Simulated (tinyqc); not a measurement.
# Gate voltage for a given inversion charge

Question. p-type body, charge-sheet picture, depletion and inversion only, full ionisation (an idealisation for deep acceptors), Boltzmann statistics (rough once Na exp(x - xn) passes about Nc/7). In units of Vt: xg = (Vg - Vfb)/Vt, x = psi/Vt, G = gamma/sqrt(Vt), xn = (2 phiF + Vc)/Vt. The implicit equation is (xg - x)^2 = G^2 [x - 1 + exp(x - xn)] for x above about 3. Cox = eps0 eox/tox. ni = sqrt(Nc Nv) exp(-Eg/(2 Vt)), Eg in volts; phiF = Vt ln(Na/ni); gamma = sqrt(2 q eps0 eps_r Na)/Cox. N_inv = (Cox Vt G/q) [sqrt(x - 1 + exp(x - xn)) - sqrt(x - 1)]. Find x - xn, psi and Vg.

Inputs (values chosen for the exercise); band and dielectric values close to those of 4H silicon carbide: temperature T = 300 K; band gap Eg = 3.22 eV; relative permittivity eps_r = 9.52; conduction-band density of states at T Nc = 1.73e19 cm^-3; valence-band density of states at T Nv = 2.52e19 cm^-3; relative permittivity of the gate insulator (close to silicon dioxide) eox = 3.9; insulator thickness tox = 3.1 nm; acceptor density Na = 1.1e17 cm^-3; flat-band voltage Vfb = -0.83 V; channel-body voltage Vc = 0 V.

Constants: q = 1.602176634e-19 C, kB = 1.380649e-23 J/K, Vt = kB T/q, eps0 = 8.8541878128e-14 F/cm where lengths are in cm. Results are converted to the units shown.

N_inv = 2.1e10 cm^-2

Answer. N_inv rises steadily with x, so it fixes x; the implicit equation then gives xg directly.

x - xn = 0.958
psi = 2.97 V
Vg = 2.41 V

Program tinyqc, `OMP_NUM_THREADS=1 python tinyqc.py 2122078 2122079 out.jsonl`; Intel Xeon 2.30GHz, shared host, one thread, about 0.01 s.
